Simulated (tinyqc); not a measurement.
Worked calculation: Hueckel theory of the pi electrons with the omega technique, for the molecule BC=CC=O (SMILES; centres numbered as the heavy atoms are written). One step of it, computed by the program tinyqc.

Task: Orbitals, round 2. Diagonalise; E = alpha + x beta with beta < 0, so the largest x are filled first; degenerate levels share their electrons. P = sum n_i c_ri c_si; each orbital has its largest coefficient positive (the first on a tie).

matrix after round 1, lower triangle:
```
           1B        2C        3C        4C        5O
1B  -1.128793
2C   0.790000  0.084684
3C   0.000000  1.000000  0.120597
4C   0.000000  0.000000  1.000000  0.296359
5O   0.000000  0.000000  0.000000  1.000000  0.477155
```

pi electrons, sum of z_r less the charge = 4

Give: x values; occupations; coefficients; charge and bond-order matrix P.

Result:

x values: 1.8855  0.9860  -0.1508  -1.1281  -1.7426

occupations: 2.0000  2.0000  0.0000  0.0000  0.0000

coefficients:
```
       MO1      MO2      MO3      MO4      MO5
1B  0.0896   0.2314   0.3819   0.5795   0.6758
2C  0.3419   0.6195   0.4728   0.0005  -0.5251
3C  0.5450   0.3756  -0.4131  -0.4584   0.4256
4C  0.6199  -0.2945  -0.3607   0.5719  -0.2680
5O  0.4402  -0.5787   0.5744  -0.3563   0.1207
```

charge and bond-order matrix P, lower triangle:
```
         1B       2C      3C      4C      5O
1B   0.1232
2C   0.3480   1.0015
3C   0.2715   0.8381  0.8761
4C  -0.0252   0.0591  0.4545  0.9420
5O  -0.1889  -0.4160  0.0451  0.8865  1.0572
```
